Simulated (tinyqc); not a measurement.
Mobility of a non-polar semiconductor in the relaxation-time approximation: one step, computed by the program tinyqc. Command: `OMP_NUM_THREADS=1 python tinyqc.py 3027201 3027202 out.jsonl rta walk`. One thread of a shared host (Intel(R) Xeon(R) Processor @ 2.30GHz), about 0.01 s of CPU time with the checks.

Each valley is treated as a sphere of mass m_d for states and rates, with one isotropic relaxation time; the conductivity mass m_c sets the current.

Task: Rates at a few energies. Parabolic band: E = hbar^2 k^2/(2 m), speed v = hbar k/m, states per spin, volume and energy g(E) = m k/(2 pi^2 hbar^2). Here m = m_d. Masses are multiplied by m_0 and all formulas are in SI units. Phonon occupation N_q = 1/(exp(hbar w/(k_B T)) - 1). Acoustic deformation potential (elastic, equipartition, absorption and emission together): 1/tau = 2 pi k_B T D_A^2 g(E)/(hbar rho v_l^2). Optical or intervalley deformation potential: 1/tau = (pi Z_f D_o^2/(rho w)) [N_q g(E + hbar w) + (N_q + 1) g(E - hbar w)], with g = 0 below the band edge. Each optical term is multiplied by (1 - f(E'))/(1 - f(E)), E' the final energy, for Pauli blocking. Singly charged impurities, momentum relaxation: 1/tau = N_I e^4 m (1 + 2 alpha E) Phi/(8 pi (eps_s eps_0)^2 hbar^3 k^3), with alpha = 0 for a parabolic band. Conwell-Weisskopf: Phi = ln(1 + y^2), y = 4 pi eps_s eps_0 E N_I^(-1/3)/e^2 (largest impact parameter N_I^(-1/3)/2). Alloy disorder: 1/tau = (2 pi/hbar) Omega x (1 - x) U^2 g(E), Omega = a^3/4 (other conventions for Omega rescale U).

Inputs (values chosen for the exercise, for a model non-polar semiconductor):

| quantity | value | unit |
|---|---|---|
| static permittivity eps_s | 8.03 | - |
| density rho | 2700 | kg/m^3 |
| sound velocity v_l | 5180 | m/s |
| acoustic deformation potential D_A | 11 | eV |
| phonon energy hbar w | 58.6 | meV |
| optical or intervalley deformation potential D_o | 5.4 | 1e8 eV/cm |
| final valleys Z_f | 1 | - |
| temperature T | 150 | K |
| alloy fraction x | 0.38 | - |
| alloy potential U | 0.39 | eV |
| lattice constant a | 5.45 | angstrom |

Band: parabolic. Impurity formula: Conwell-Weisskopf. Further scattering: alloy.

reduced Fermi level eta = -4.777223

density-of-states mass m_d = 0.43 m_0

ionised impurity density N_I = 2.10e+16 1/cm^3

Constants: k_B = 8.617333262e-05 eV/K; k_B = 1.380649e-23 J/K; e = 1.602176634e-19 C; hbar = 1.054571817e-34 J s; m_0 = 9.1093837015e-31 kg; hbar = 6.582119569e-16 eV s; eps_0 = 8.8541878128e-12 F/m.

Give: Rates (1e12/s) at E = (max(eta, 0) + 0.5, 1, 2, 4) k_B T.

Result:

Rates (1e12/s) at E = (max(eta, 0) + 0.5, 1, 2, 4) k_B T:

| E (meV) | acoustic | optical | ionised impurity | alloy |
|---|---|---|---|---|
| 6.46 | 2.549 | 0.01633 | 1.839 | 1.069 |
| 12.93 | 3.605 | 0.01708 | 1.343 | 1.512 |
| 25.85 | 5.099 | 0.01853 | 0.772 | 2.138 |
| 51.70 | 7.211 | 0.02115 | 0.384 | 3.023 |
